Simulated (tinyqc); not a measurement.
FinFET, parasitic resistance, capacitance and delay: two steps of the calculation.

Nf fins under one contact; each has gated perimeter p = 2 Hf + Wf and cross-section A = Hf Wf; contact width Wc = Nf pf, stack height Hs = Hf. Contact length Lc = CPP - Lg - 2 Lsp, shared by two neighbouring gates. Source and drain sides are equal. The formulas are first-order estimates, not field solutions.

Parameters, values chosen for the exercise; values close to those of silicon logic devices: temperature T = 300 K; fin height Hf = 55 nm; fin width Wf = 5 nm; gate length Lg = 16 nm; inversion capacitance Cinv = 3.2 uF/cm^2; injection velocity vx = 1e7 cm/s; apparent mobility mu = 150 cm^2/(V s); threshold at zero drain voltage VT = 0.3 V; barrier lowering dl = 0.029 V/V; subthreshold factor n = 1.14; supply voltage Vdd = 0.8 V.

Constants: q = 1.602176634e-19 C, kB = 1.380649e-23 J/K, Vt = kB T/q. Results are converted to the units shown.

Question 1. Fin currents at Vgs = Vdd, Vds = Vdd/2. One fin: I = p Q vx u/(1 + |u|^1.8)^(1/1.8), Q = Cinv n Vt ln(1 + exp((Vg' - VT + dl Vd')/(n Vt))), u = Vd' mu/(vx Lg), Vg' = Vgs - v, Vd' = Vds - 2 v, with the drop on each side v = Rc (sum of I) + Rx I. I(new) = I(out).

I at the start (uA): fin 1 0, fin 2 0, fin 3 0
Rc = 110.96613 ohm
Rx = 203.63636 ohm

Give: drop v; I(out); I after iteration 1.

Answer 1.

drop v (mV): fin 1 0, fin 2 0, fin 3 0
I(out) (uA): fin 1 179.2, fin 2 179.2, fin 3 179.2
I after iteration 1 (uA): fin 1 179.2, fin 2 179.2, fin 3 179.2

Question 2. Effective current, delay and energy. Ieff = (IH + IL)/2, delay CL Vdd/(2 Ieff), energy CL Vdd^2, with CL the load of an inverter that drives an equal one.

IH = I(Vdd, Vdd/2) = 426.09985 uA
IL = I(Vdd/2, Vdd), solved likewise = 111.85094 uA
CL = 1182.4644 aF

Wanted: Ieff; delay; energy.

Answer 2.

Ieff = 268.98 uA
delay = 1.7585 ps
energy = 756.78 aJ

tinyqc, about 0.05 s, one thread, Intel Xeon 2.30GHz (shared host): `OMP_NUM_THREADS=1 python tinyqc.py 2170123 2170124 out.jsonl`
